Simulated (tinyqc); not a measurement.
Yield per ion against the flux ratio: ion-assisted plasma etching: sheath, surface coverage, synergy and aspect-ratio dependence. Computed by tinyqc, a small Python program. Command: `OMP_NUM_THREADS=1 python tinyqc.py 3017535 3017536 out.jsonl etch walk`. One thread of a shared host (Intel(R) Xeon(R) Processor @ 2.30GHz), about 0.06 s of CPU time with the checks.

Radicals adsorb on bare sites; ions remove covered sites with a high yield and bare sites by sputtering; a slow spontaneous reaction acts everywhere, walls included.

Inputs (values chosen for the exercise, close to those used for silicon in a halogen plasma):
```
quantity                                value       unit
plasma density n_e                    7.6e+10     1/cm^3
electron temperature T_e                  3.9         eV
ion mass M_i                             35.5          u
sheath voltage V                          160          V
radical density n                     5.9e+13     1/cm^3
radical mass M_n                         35.5          u
gas temperature T_g                       350          K
sticking coefficient s                   0.26          -
radicals per removed unit x                 3          -
yield slope b                            0.11  eV^(-1/2)
threshold E_th                            6.2         eV
sputter slope b_p                       0.017  eV^(-1/2)
sputter threshold E_p                      33         eV
spontaneous reaction probability k_c   0.0011          -
solid density N                         5e+22     1/cm^3
ion temperature T_i                      0.43         eV
```

Feature: long trench.

Constants: e = 1.602176634e-19 C; u = 1.6605390666e-27 kg; k_B = 1.380649e-23 J/K; eps_0 = 8.8541878128e-12 F/m.

Method:
- Bohm speed u_B = sqrt(e T_e/M_i); ion flux G_i = 0.61 n_e u_B; radical flux G_n = n c/4 with c = sqrt(8 k_B T_g/(pi M_n)).
- Debye length lambda_D = sqrt(eps_0 T_e/(e n_s)) with n_s = 0.61 n_e, T_e in volts; Child-law sheath d = (sqrt2/3) lambda_D (2 V/T_e)^(3/4); ion energy E = V + T_e/2; angular spread = arctan(sqrt(T_i/E)).
- Yields: Y = b (sqrt(E) - sqrt(E_th)) on covered sites, Y_p = b_p (sqrt(E) - sqrt(E_p)) on bare ones (zero below threshold).
- Steady coverage: s G_n (1 - theta) = x Y G_i theta; removal flux = Y G_i theta + Y_p G_i (1 - theta) + k_c G_n; rate = flux/N, 1 cm/s = 6e8 nm/min.
- The ion flux is fixed and the radical flux set by the ratio; the removal per ion is the removal flux over G_i.

yield Y = 1.12596

sputter yield Y_p = 0.118684

ion flux G_i = 1.50936e+16 1/(cm^2 s)

Open field:
```
G_n/G_i    theta  rate (nm/min)  removal per ion
0.3      0.02257          25.67           0.1417
1        0.07147          34.73           0.1918
3        0.18760          56.32           0.3109
10       0.43494         102.84           0.5678
30       0.69781         154.78           0.8546
100      0.88502         202.88           1.1201
300      0.95849         256.13           1.4141
1000     0.98717         400.83           2.2130
3000     0.99569         800.86           4.4216
```

Coverage reaches one half at G_n/G_i = x Y/s = 13.0. Below that the ion-assisted part follows the radical flux, on top of the sputter floor Y_p = 0.119; above it the ion-assisted part saturates at Y = 1.13 per ion, and the further rise to 4.42 comes from the spontaneous reaction, which costs anisotropy.
